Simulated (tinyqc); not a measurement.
Weaire-Thorpe hybrids on a Bethe lattice: gap and dangling bond of an amorphous tetrahedral solid: sweeps and comparisons. A value that a table varies takes the place of the one given here.

Four sp3 hybrids an atom at energy 0, coupled by -V1 on the atom and by -V2 along a bond; the bonds form a tree (no rings). For any network the gap runs at least from -V2 + V1 to V2 - 3 V1, and p-like states pile up at -V2 + V1 and V2 + V1. On the tree the gap is wider: it ends at Ec = -V1 + sqrt(V2^2 + 4 V1^2 - 2 sqrt3 V1 V2), which makes it well wider than the gaps of the real glasses. A branch seen from a hybrid has the self-energy S = V2^2 g, where g is the Green function of the hybrid across the bond, whose three partners carry S themselves. With a = z - V1, b = a - S: g = 1/(a + V1 b/(b + 3 V1)), z = E + i eta. A full atom has G = (1/b)(b + 3 V1)/(b + 4 V1) per hybrid; a dangling hybrid with shift dh has G = 1/(1/g - dh).

Parameters, chosen for this exercise (of the size of tabulated hybrid energies for amorphous silicon; shifted at random, so the results belong to these values and not to a real crystal): V1 = 1.76 eV (coupling of two hybrids on one atom); V2 = 4.23 eV (coupling of the two hybrids of a bond); eta = 0.05 eV (broadening); dh = -0.52 eV (shift of the dangling hybrid (rehybridisation)); VH = 4.66 eV (coupling to a hydrogen atom); eH = -2.58 eV (hydrogen level); E1s = -3.7 eV (first energy); dE = 0.44 eV (step).

## Bulk, dangling and hydrogenated hybrids across the gap

edges (eV): Ev -2.47000, Ec(bound) -1.05000, Ec(tree) 0.35985

Thirteen energies E1s + j dE. With hydrogen the hybrid gains the self-energy VH^2/(z - eH) and dh = 0.

Density per hybrid (1/eV):
```
E (eV)    bulk  dangling  with hydrogen
-3.70   0.0044    0.0023         0.0035
-3.26   0.0071    0.0017         0.0012
-2.82   0.0324    0.0019         0.0008
-2.38   0.3758    0.0025         0.0007
-1.94   0.0145    0.0037         0.0006
-1.50   0.0047    0.0065         0.0006
-1.06   0.0025    0.0151         0.0007
-0.62   0.0018    0.0739         0.0008
-0.18   0.0017    0.8020         0.0010
0.26    0.0031    0.0384         0.0019
0.70    0.0227    0.0761         0.0125
1.14    0.0307    0.0772         0.0230
1.58    0.0352    0.0728         0.0350
```

Between Ev = -2.47 and Ec = 0.36 eV the bulk density is a broadening tail (least 0.0017). The dangling hybrid reaches 0.802 at -0.18 eV among these rows; its level lies at -0.273 eV, and the peak there, of width eta, is far higher unless a row falls on it. With hydrogen the largest value on the rows inside the gap, more than 0.05 eV from an edge, is 0.0019, and 1/g = VH^2/(E - eH) has no root in the gap: the state has gone into a bonding level below and an antibonding one above.

## Level against rehybridisation

Root of 1/g(E) = dh for eta = 0 in the gap of the tree, between Ev = -V2 + V1 and Ec; a dash: none. A flatter atom makes the hybrid more p-like (dh > 0, up to V1), a more pyramidal one more s-like (dh < 0).

Level:
```
dh (eV)   E (eV)  above Ev (eV)  weight
-3.0     -1.7919         0.6781   0.594
-2.5     -1.4886         0.9814   0.617
-2.0     -1.1769         1.2931   0.628
-1.5     -0.8629         1.6071   0.625
-1.0     -0.5545         1.9155   0.605
-0.5     -0.2620         2.2080   0.560
0.0       0.0000         2.4700   0.481
0.5       0.2101         2.6801   0.350
1.0       0.3379         2.8079   0.149
```

A level exists for 9 of the 9 rows, from dh = -3 (0.678 eV above Ev) to 1 (2.808 eV); the gap of the tree is 2.830 eV. Its slope dE/d(dh) is the weight, largest at dh = -2 (0.63). A level that rises as the atom flattens is why an emptied dangling bond relaxes flat and a doubly filled one pyramidal.

## Stretching the bonds

V2 is scaled as (d0/d)^2 and V1 stays. Bound 2 V2 - 4 V1; tree V2 - 2 V1 + sqrt(V2^2 + 4 V1^2 - 2 sqrt3 V1 V2); a negative bound means that a network with rings may have no gap.

Against d/d0:
```
d/d0  V2 (eV)  V2/V1  bound (eV)  tree (eV)
0.96    4.590  2.608       2.140      3.409
0.98    4.404  2.503       1.769      3.106
1.00    4.230  2.403       1.420      2.830
1.02    4.066  2.310       1.091      2.579
1.04    3.911  2.222       0.782      2.351
1.07    3.695  2.099       0.349      2.050
1.10    3.496  1.986      -0.048      1.792
1.15    3.198  1.817      -0.643      1.445
```

The bound falls by 169 meV for each per cent of stretch near d0 and vanishes at d/d0 = 1.096, inside the table. Weak, stretched bonds therefore put states closest to the edges, one origin of band tails.

## What each parameter does

Ev = -V2 + V1, conduction edge of the tree -V1 + sqrt(V2^2 + 4 V1^2 - 2 sqrt3 V1 V2), and the level that solves 1/g(E) = dh for eta = 0. Each row changes one parameter from the base and keeps the others.

Results:
```
case           Ev (eV)  Ec (eV)  level (eV)  weight
base           -2.4700   0.3598     -0.2732   0.563
V1 = 1.68 eV   -2.5500   0.4566     -0.2941   0.597
V2 = 4.38 eV   -2.6200   0.4470     -0.2884   0.587
dh = -0.62 eV  -2.4700   0.3598     -0.3300   0.574
```

The largest shifts from the base row, up to three for each result and ties (the steps differ in size, so this ranks the rows, not the parameters). Ev (eV): V2 -0.1500, V1 -0.0800; unchanged at the printed digits by dh. Ec (eV): V1 +0.0968, V2 +0.0871; unchanged at the printed digits by dh. level (eV): dh -0.0568, V1 -0.0208, V2 -0.0152. weight: V1 +0.035, V2 +0.024, dh +0.011.

Run: tinyqc, `OMP_NUM_THREADS=1 python tinyqc.py 1451368 1451369 out.jsonl`; Intel(R) Xeon(R) Processor @ 2.30GHz, one thread, shared host; about 0.03 s of CPU time with all checks.
